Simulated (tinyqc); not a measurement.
MOS inversion layer, Poisson-Schroedinger loop: two steps of the calculation.

Electrons confined at an insulator interface at z = 0, treated as a hard wall; parabolic valleys, Hartree approximation, no image or exchange terms. The depletion charge lies far deeper than the electrons and gives a uniform field q Nd/(eps0 eps_r); the gate balances all charge. Energies are counted from the band edge at the interface.

Values chosen for this exercise; masses and permittivity close to those of germanium (100): relative permittivity eps_r = 15.7; mass along z of valley set A (4 valley(s)) mz1 = 0.121 m0; sheet density of electrons Ns = 9e11 cm^-2; mesh step hz = 2.2 nm; mixing factor a = 1.

Constants: q = 1.602176634e-19 C, hbar = 1.054571817e-34 J s, m0 = 9.1093837015e-31 kg, eps0 = 8.8541878128e-14 F/cm where lengths are in cm, hbar^2/(2 m0) = 0.0380998212 eV nm^2. Results are converted to the units shown.

Problem 1. Levels and probability densities. Tridiagonal Hamiltonian with psi = 0 one step beyond both ends: H_ii = C (1/m_(i-1/2) + 1/m_(i+1/2))/hz^2 + V0_i + U_i, H_(i,i+1) = -C/(m_(i+1/2) hz^2), C = hbar^2/(2 m0). The lowest 2 level(s) are kept, normalised to hz sum |psi|^2 = 1. The mass is the same on all intervals.

fixed potential V0, node 1 to 18 (eV): [0.00811399, 0.01622799, 0.02434198, 0.03245598, 0.04056997, 0.04868396, 0.05679796, 0.06491195, 0.07302594, 0.08113994, 0.08925393, 0.09736793, 0.10548192, 0.11359591, 0.12170991, 0.12982390, 0.13793789, 0.14605189]
U after round 1, node 1 to 18 (eV): [0.022820608, 0.043141228, 0.058312381, 0.068927915, 0.076312915, 0.081060945, 0.083660766, 0.084837428, 0.085278460, 0.085417113, 0.085454213, 0.085462778, 0.085464504, 0.085464811, 0.085464859, 0.085464866, 0.085464867, 0.085464867]

Find: levels; |psi|^2 of A1; |psi|^2 of A2.

Solution 1.

levels (eV): A1 0.08591, A2 0.13259
|psi|^2 of A1, node 1 to 18 (1/nm): [0.13625, 0.18173, 0.09580, 0.03141, 0.00759, 0.00148, 0.00024, 0.00004, 0.00000, 0.00000, 0.00000, 0.00000, 0.00000, 0.00000, 0.00000, 0.00000, 0.00000, 0.00000]
|psi|^2 of A2, node 1 to 18 (1/nm): [0.07814, 0.01495, 0.02980, 0.11223, 0.11337, 0.06610, 0.02763, 0.00912, 0.00249, 0.00058, 0.00012, 0.00002, 0.00000, 0.00000, 0.00000, 0.00000, 0.00000, 0.00000]

Problem 2. Density, output potential and mixing. n_i = sum_k N_k |psi_k|^2 (converted to cm^-3). Hartree part by Gauss: on the interval before node i the electrons still beyond are S_i = Ns - hz sum_(j<i) n_j, and U_i = U_(i-1) + q S_i hz/(eps0 eps_r) in eV, U_0 = 0 at the interface. Mixing: U(new) = U + a (U(out) - U).

z, node 1 to 18 (nm): [2.2, 4.4, 6.6, 8.8, 11, 13.2, 15.4, 17.6, 19.8, 22, 24.2, 26.4, 28.6, 30.8, 33, 35.2, 37.4, 39.6]
N_k (cm^-2): A1 7.1298581e11, A2 1.8701419e11
U after round 1, node 1 to 18 (eV): [0.022820608, 0.043141228, 0.058312381, 0.068927915, 0.076312915, 0.081060945, 0.083660766, 0.084837428, 0.085278460, 0.085417113, 0.085454213, 0.085462778, 0.085464504, 0.085464811, 0.085464859, 0.085464866, 0.085464867, 0.085464867]
|psi|^2 of A1, node 1 to 18 (1/nm): [0.13625036, 0.18172662, 0.09580485, 0.03141443, 0.00758695, 0.00147668, 0.00024466, 0.00003564, 0.00000465, 0.00000055, 0.00000006, 0.00000001, 0.00000000, 0.00000000, 0.00000000, 0.00000000, 0.00000000, 0.00000000]
|psi|^2 of A2, node 1 to 18 (1/nm): [0.07814352, 0.01495132, 0.02979524, 0.11222866, 0.11336515, 0.06609599, 0.02763475, 0.00911758, 0.00249186, 0.00057989, 0.00011698, 0.00002073, 0.00000326, 0.00000046, 0.00000006, 0.00000001, 0.00000000, 0.00000000]

Give: n; U(out); U after round 2.

Solution 2.

n, node 1 to 18 (in units of 1e18 cm^-3): [1.1176, 1.3236, 0.7388, 0.4339, 0.2661, 0.1341, 0.0534, 0.0173, 0.0047, 0.0011, 0.0002, 0.0000, 0.0000, 0.0000, 0.0000, 0.0000, 0.0000, 0.0000]
U(out), node 1 to 18 (eV): [0.022821, 0.039407, 0.048609, 0.053691, 0.056352, 0.057528, 0.057956, 0.058087, 0.058120, 0.058128, 0.058130, 0.058130, 0.058130, 0.058130, 0.058130, 0.058130, 0.058130, 0.058130]
U after round 2, node 1 to 18 (eV): [0.022821, 0.039407, 0.048609, 0.053691, 0.056352, 0.057528, 0.057956, 0.058087, 0.058120, 0.058128, 0.058130, 0.058130, 0.058130, 0.058130, 0.058130, 0.058130, 0.058130, 0.058130]

Computed by the program tinyqc: `OMP_NUM_THREADS=1 python tinyqc.py 2160056 2160057 out.jsonl`, one thread of a shared Intel Xeon 2.30GHz, about 0.5 s for the whole run.
